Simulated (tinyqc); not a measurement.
Comparisons within one model: two-band tight binding of a puckered layer. A value that a table varies takes the place of the one given here.

With X = kx ax/2 and Y = ky ay/2: h = t2 + 2 cos(Y) (t1 exp(iX) + t3 exp(-iX)) + t5 exp(2iX), d = 4 t4 cos(X) cos(Y), H = [[d, h], [h*, d]], E = d -/+ |h|.

Constants: hbar^2/2m0 = 3.80998211 eV angstrom^2.

Parameters, chosen for this exercise (near a published set for monolayer black phosphorus; not measured data): ax = 4.5 angstrom (period along x (armchair)); ay = 3.25 angstrom (period along y (zigzag)); t1 = -1.215 eV (along the zigzag); t2 = 3.719 eV (across the pucker); t3 = -0.202 eV (second in the sheet); t4 = -0.103 eV (same sublattice); t5 = -0.053 eV (far across).

## Mass and optical strength against direction

masses (m0):
```
                x        y
electron  0.16872  0.88899
hole      0.18589  1.19144
```

chi = -4.79700 eV angstrom

Angle from x. 1/m(theta) = cos^2/mx + sin^2/my. Near Gamma only x-polarised light couples the bands, with strength chi^2 cos^2(theta), chi = ax (t1 - t3 + t5) = d Im(h)/dkx; the positions of the atoms inside the cell, which would change this dipole but not the masses, are left out. The last column is the transition energy at |k| = 0.1 1/angstrom from the full bands, less the gap.

Against angle:

| theta (deg) | m_e (m0) | m_h (m0) | strength (eV^2 angstrom^2) | rise of the transition (eV) |
|---|---|---|---|---|
| 0 | 0.169 | 0.186 | 23.01 | 0.3868 |
| 15 | 0.178 | 0.197 | 21.47 | 0.3672 |
| 30 | 0.212 | 0.236 | 17.26 | 0.3127 |
| 45 | 0.284 | 0.322 | 11.51 | 0.2362 |
| 60 | 0.430 | 0.506 | 5.75 | 0.1570 |
| 75 | 0.691 | 0.875 | 1.54 | 0.0970 |
| 85 | 0.861 | 1.144 | 0.17 | 0.0772 |
| 90 | 0.889 | 1.191 | 0.00 | 0.0747 |

The light-mass direction rules: at 45 degrees the electron mass is still 0.284, 1.68 times the value along x, against 5.3 times at 90 degrees. At |k| = 0.1 the transition has risen 5.2 times as much along x as along y.

## Closing the gap

t2 is lowered; h0 = t2 + 2 t1 + 2 t3 + t5, c = hbar^2/2m0. For h0 > 0 the gap is 2 h0 at Gamma. For h0 < 0 the bands touch at kx = 0, cos(Y) = -(t2 + t5)/(2 (t1 + t3)).

Against t2:

| t2 (eV) | h0 (eV) | gap (eV) | electron mass along x (m0) | ky of the nodes (1/angstrom) |
|---|---|---|---|---|
| 3.8 | 0.913 | 1.826 | 0.1784 | - |
| 3.6 | 0.713 | 1.426 | 0.1531 | - |
| 3.4 | 0.513 | 1.026 | 0.1222 | - |
| 3.2 | 0.313 | 0.626 | 0.0837 | - |
| 3.0 | 0.113 | 0.226 | 0.0345 | - |
| 2.8 | -0.087 | 0.000 | - | 0.1529 |
| 2.6 | -0.287 | 0.000 | - | 0.2793 |
| 2.4 | -0.487 | 0.000 | - | 0.3661 |

The gap closes at t2 = 2.887 eV. On the way the mass along x falls with the gap and tends to 2 c h0/chi^2 as it closes, while that along y stays. Beyond it two Dirac nodes move apart along the zigzag direction, to ky = +/-0.366 1/angstrom in the last row. The mass formula is c/(ex + gx + chi^2/(2 h0)) with chi = ax (t1 - t3 + t5), gx = -ax^2 ((t1 + t3)/4 + t5/2), ex = -t4 ax^2/2.

## What each parameter does

Gap at Gamma and masses m/m0 = c q^2/|E(q) - E(0)| with q = 0.001 1/angstrom, c = hbar^2/2m0. Each row changes one parameter from the base and keeps the others.

Results:

| case | gap (eV) | m_e x | m_h x | m_e y | m_h y |
|---|---|---|---|---|---|
| base | 1.6640 | 0.1687 | 0.1859 | 0.889 | 1.191 |
| t1 = -1.185 eV | 1.7840 | 0.1833 | 0.2038 | 0.906 | 1.222 |
| t2 = 3.749 eV | 1.7240 | 0.1724 | 0.1904 | 0.889 | 1.191 |
| t3 = -0.172 eV | 1.7840 | 0.1713 | 0.1891 | 0.906 | 1.222 |
| t4 = -0.073 eV | 1.6640 | 0.1710 | 0.1832 | 0.923 | 1.135 |
| t5 = -0.023 eV | 1.7240 | 0.1809 | 0.2008 | 0.889 | 1.191 |
| ax = 4.635 angstrom | 1.6640 | 0.1590 | 0.1752 | 0.889 | 1.191 |

The largest shifts from the base row, up to three for each result and ties (the steps differ in size, so this ranks the rows, not the parameters). gap (eV): t1 +0.1200, t3 +0.1200, t2 +0.0600, t5 +0.0600; unchanged at the printed digits by t4 and ax. m_e x: t1 +0.0146, t5 +0.0122, ax -0.0097. m_h x: t1 +0.0179, t5 +0.0150, ax -0.0107. m_e y: t4 +0.034, t1 +0.017, t3 +0.017; unchanged at the printed digits by t2, t5 and ax. m_h y: t4 -0.056, t1 +0.030, t3 +0.030; unchanged at the printed digits by t2, t5 and ax.

tinyqc: `OMP_NUM_THREADS=1 python tinyqc.py 1482877 1482878 out.jsonl`; about 0.01 s, one thread, shared Intel(R) Xeon(R) Processor @ 2.30GHz.
